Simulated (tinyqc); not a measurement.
Hueckel theory of the pi electrons, for the molecule NC(=O)C(=O)C=O (SMILES; centres numbered as the heavy atoms are written), step by step. One step of it, computed by the program tinyqc.

Task: Orbitals. Diagonalise; E = alpha + x beta with beta < 0, so the largest x are filled first; degenerate levels share their electrons. P = sum n_i c_ri c_si; each orbital has its largest coefficient positive (the first on a tie).

Hueckel matrix in units of beta (H = alpha + beta A), order 1N, 2C, 3O, 4C, 5O, 6C, 7O:
$$\begin{pmatrix}
1.720000 & 0.890000 & 0.000000 & 0.000000 & 0.000000 & 0.000000 & 0.000000 \\
0.890000 & 0.000000 & 1.000000 & 1.000000 & 0.000000 & 0.000000 & 0.000000 \\
0.000000 & 1.000000 & 0.880000 & 0.000000 & 0.000000 & 0.000000 & 0.000000 \\
0.000000 & 1.000000 & 0.000000 & 0.000000 & 1.000000 & 1.000000 & 0.000000 \\
0.000000 & 0.000000 & 0.000000 & 1.000000 & 0.880000 & 0.000000 & 0.000000 \\
0.000000 & 0.000000 & 0.000000 & 1.000000 & 0.000000 & 0.000000 & 1.000000 \\
0.000000 & 0.000000 & 0.000000 & 0.000000 & 0.000000 & 1.000000 & 0.880000
\end{pmatrix}$$

pi electrons, sum of z_r less the charge = 8

Give: x values; occupations; coefficients; charge and bond-order matrix P.

Result:

x values: [2.4663, 1.8816, 1.3609, 1.1847, 0.0746, -0.7652, -1.8429]

occupations: [2.0000, 2.0000, 2.0000, 2.0000, 0.0000, 0.0000, 0.0000]

coefficients, order 1N, 2C, 3O, 4C, 5O, 6C, 7O:
$$\begin{pmatrix}
0.6034 & 0.5352 & 0.3653 & -0.3714 & 0.1361 & 0.2077 & 0.1282 \\
0.5059 & 0.0972 & -0.1474 & 0.2234 & -0.2517 & -0.5799 & -0.5131 \\
0.3190 & 0.0970 & -0.3065 & 0.7331 & 0.3125 & 0.3525 & 0.1884 \\
0.3918 & -0.3905 & -0.2192 & -0.1379 & -0.4524 & -0.0936 & 0.6430 \\
0.2470 & -0.3898 & -0.4558 & -0.4525 & 0.5617 & 0.0569 & -0.2362 \\
0.2134 & -0.4421 & 0.3049 & 0.0658 & -0.3437 & 0.5947 & -0.4358 \\
0.1346 & -0.4414 & 0.6341 & 0.2158 & 0.4268 & -0.3615 & 0.1600
\end{pmatrix}$$

charge and bond-order matrix P, order 1N, 2C, 3O, 4C, 5O, 6C, 7O:
$$\begin{pmatrix}
1.8438 & 0.4409 & -0.2798 & -0.0028 & -0.1160 & -0.0417 & -0.0071 \\
0.4409 & 0.6741 & 0.7595 & 0.3236 & 0.1064 & 0.0695 & -0.0402 \\
-0.2798 & 0.7595 & 1.4852 & 0.1064 & -0.3021 & -0.0402 & -0.0722 \\
-0.0028 & 0.3236 & 0.1064 & 0.7461 & 0.8226 & 0.3607 & 0.1127 \\
-0.1160 & 0.1064 & -0.3021 & 0.8226 & 1.2510 & 0.1127 & -0.3627 \\
-0.0417 & 0.0695 & -0.0402 & 0.3607 & 0.1127 & 0.6766 & 0.8628 \\
-0.0071 & -0.0402 & -0.0722 & 0.1127 & -0.3627 & 0.8628 & 1.3232
\end{pmatrix}$$
